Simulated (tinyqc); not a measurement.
# Short-channel transistor, virtual-source model with series resistance: several studies

The current per gate width is the charge at the top of the source barrier (the virtual source) times its velocity times a saturation function; al and be are fitting constants of the model. Units: I in uA/um, Rs in ohm um, so I Rs = 1e-6 I Rs in volts; Q in uC/cm^2, so I = 1e-4 Q vx0 Fsat with vx0 in cm/s.

Values chosen for this exercise:
```
symbol   value        unit                                                         meaning
T          293           K                                                     temperature
Cinv      2.17     uF/cm^2                                           inversion capacitance
vx0     8.41e6        cm/s                                  velocity at the virtual source
mu         180  cm^2/(V s)                                               apparent mobility
L           12          nm                                                  channel length
VT0      0.345           V                                 threshold at zero drain voltage
dl       0.158         V/V                                  drain-induced barrier lowering
n0         1.1                                                         subthreshold factor
nd           0         1/V                                  growth of n with drain voltage
al         3.5              threshold shift (in units of Vt) from weak to strong inversion
be         1.4                                                     sharpness of saturation
Rs         200      ohm um                               series resistance of each contact
```

Constants: q = 1.602176634e-19 C, kB = 1.380649e-23 J/K, Vt = kB T/q. Results are converted to the units shown.

Each table varies one quantity; the others keep the values above.

## Output curve

Intrinsic voltages Vg' = Vgs - I Rs, Vd' = Vds - 2 I Rs. n = n0 + nd Vd', VT = VT0 - dl Vd', Ff = 1/(1 + exp((Vg' - VT + al Vt/2)/(al Vt))), Q = Cinv n Vt ln(1 + exp((Vg' - VT + al Vt Ff)/(n Vt))), Vdsat = (vx0 L/mu)(1 - Ff) + Vt Ff, Fsat = u/(1 + u^be)^(1/be) with u = Vd'/Vdsat, and I = Q vx0 Fsat per width. I is solved self-consistently. gds = dI/dVds, gm = dI/dVgs.

In this table Vgs = 0.75 V.

Results:
```
Vds (V)  I (uA/um)    Fsat  gds (uS/um)  gain gm/gds
0.08         163.2  0.2381         1952      0.04382
0.16         307.8  0.4815         1630       0.1559
0.25         429.7  0.7079         1061       0.5456
0.42         541.1  0.8980        398.2        2.570
0.5          568.9  0.9292        307.4        3.569
0.58         591.5  0.9476        263.2        4.321
0.67         613.9  0.9604        237.4        4.901
0.75         632.4  0.9679        224.4        5.248
```

Estimate the missing row, Vds = 0.33 V.

Computed row:
```
Vds (V)  I (uA/um)    Fsat  gds (uS/um)  gain gm/gds
0.33         496.2  0.8293        635.2        1.342
```

With this row back in the table: The current rises from 163 to 632 uA/um as Fsat rises from 0.238 to 0.968; gds falls from 1950 to 224 uS/um. The gain ends at 5.25, against 1/dl = 6.33 for a current that depends on Vds through barrier lowering alone; it falls short because Fsat is still growing.

## Effect of the apparent mobility on the on and off currents

Same model as above.

Ion is I at Vgs = Vds = 0.75 V, Ioff at Vgs = 0, Vds = 0.75 V, and Rlin = Vds/I at Vgs = 0.75 V, Vds = 0.05 V.

Result of one run:
```
mu (cm^2/(V s))  Ion (uA/um)  Ioff (nA/um)  log10(Ion/Ioff)  Rlin (ohm um)
1200                   645.5         242.6            3.425          413.1
```

What becomes of these results when the apparent mobility mu is changed from 1200 to 85 cm^2/(V s), all else the same?

Result of the changed run:
```
mu (cm^2/(V s))  Ion (uA/um)  Ioff (nA/um)  log10(Ion/Ioff)  Rlin (ohm um)
85                     609.0         241.5            3.402          572.2
```

The whole series:
```
mu (cm^2/(V s))  Ion (uA/um)  Ioff (nA/um)  log10(Ion/Ioff)  Rlin (ohm um)
50                     575.7         240.6            3.379          687.1
85                     609.0         241.5            3.402          572.2
140                    626.7         242.0            3.413          506.3
240                    636.9         242.3            3.420          462.9
410                    641.9         242.4            3.423          437.3
700                    644.3         242.5            3.424          422.1
1200                   645.5         242.6            3.425          413.1
2000                   646.0         242.6            3.425          408.0
```

As mu goes from 50 to 2000 cm^2/(V s), Ion rises from 576 to 646 uA/um, Ioff rises from 241 to 243 nA/um and Rlin falls from 687 to 408 ohm um. Ion changes by a factor of 1.12 and Ioff by 1.01. Below threshold Vdsat is near Vt, so L and mu hardly reach the off current.

## Transfer curves at low and high drain voltage

Same model as above.

Columns for Vds = 0.05 V and 0.75 V; gm = dI/dVgs at 0.75 V.

Results:
```
Vgs (V)  I, low Vds (uA/um)  I, high Vds (uA/um)  gm (uS/um)
0                  0.004581               0.2421       7.808
0.09                0.09576                3.638       99.38
0.28                  15.90                103.3       928.5
0.38                  50.98                205.0        1080
0.47                  75.19                305.1        1138
0.56                  89.14                409.0        1166
0.66                  98.27                526.3        1178
0.75                  103.5                632.4        1178
```

Estimate the missing row, Vgs = 0.19 V.

Computed row:
```
Vgs (V)  I, low Vds (uA/um)  I, high Vds (uA/um)  gm (uS/um)
0.19                  2.001                33.88       564.8
```

With this row back in the table: At Vds = 0.75 V the current spans 3.4 decades, from 0.242 to 632 uA/um. Between the first two rows the swing is 76.5 mV a decade, against n Vt ln 10 = 64.0. At Vgs = 0 the higher drain voltage raises the current by a factor of 52.8, at Vgs = 0.75 V by 6.11. The transconductance rises from 7.81 to 1180 uS/um; Cinv vx0, its value in strong inversion and saturation without series resistance, is 1820 uS/um.

Numbers from tinyqc (`OMP_NUM_THREADS=1 python tinyqc.py 2380049 2380050 out.jsonl`; about 0.01 s on one thread of a shared Intel Xeon 2.30GHz).
